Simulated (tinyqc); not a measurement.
Hexagonal on-chip spiral inductor, lumped pi model: one step of the calculation.

Outer diameter do = di + 2 n wd + 2 (n - 1) sp, mean da = (do + di)/2, fill p = (do - di)/(do + di), length l = 3.464 n da. L = 2.33 mu0 n^2 da/(1 + 3.82 p), mu0 = 4 pi 1e-7 H/m. Rs = rho l/(wd delta (1 - exp(-th/delta))), delta = sqrt(rho/(pi f mu0)). Cs = n wd^2 eps0 eo/hu across the coil. At each end Cox = l wd eps0 eo/(2 ho) leads to the substrate branch Rsi = 2 rs he/(l wd) in parallel with Csi = l wd eps0 11.7/(2 he). With one end grounded Y = 1/(Rs + i w L) + i w Cs + 1/[1/(i w Cox) + 1/(1/Rsi + i w Csi)], w = 2 pi f; Q = -Im Y/Re Y. Eddy currents in neighbouring turns and in the substrate are left out.

Problem. Admittance, quality factor and apparent inductance. Series branch 1/(Rs + i w L), substrate branch, total Y, Q = -Im Y/Re Y, apparent inductance Im(1/Y)/w, metal-only value w L/Rs, share of the loss in the substrate Re(substrate branch)/Re Y.

Values chosen for this exercise: frequency f = 1.3 GHz.

L = 8.0729924 nH
Rs = 3.5409784 ohm
Cs = 67.418316 fF
Cox = 246.84866 fF
Rsi = 9804.1638 ohm
Csi = 105.66327 fF

Find: series branch; substrate branch; Y; Q; apparent inductance; w L/Rs; share of the loss in the substrate.

Solution.

series branch = 0.81-15.12i mS
substrate branch = 0.0500+0.6061i mS
Y = 0.86-13.96i mS
Q = 16.20
apparent inductance = 8.734 nH
w L/Rs = 18.62
share of the loss in the substrate = 5.795 %

Q is 87.0 % of the metal-only value.

Computed by the program tinyqc: `OMP_NUM_THREADS=1 python tinyqc.py 2302080 2302081 out.jsonl`, one thread of a shared Intel Xeon 2.30GHz, about 0.01 s for the whole run.
